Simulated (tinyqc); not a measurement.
# Probe couplings from its potential

Problem. One voltage probe p sits between leads L (mu = 1) and R (mu = 0) without magnetic field: mu_p = T_pL/(T_pL + T_pR), T_eff = T_RL + T_pL T_pR/(T_pL + T_pR). Find T_pL and T_pR.

T_RL = 0.47
mu_p = 0.39473684
T_eff = 0.56078947

Solution. T_eff - T_RL equals T_pL (1 - mu_p) and also T_pR mu_p.

T_pL = 0.1500
T_pR = 0.2300

Numbers from tinyqc (`OMP_NUM_THREADS=1 python tinyqc.py 2700035 2700036 out.jsonl`; about 0.01 s on one thread of a shared Intel Xeon 2.30GHz).
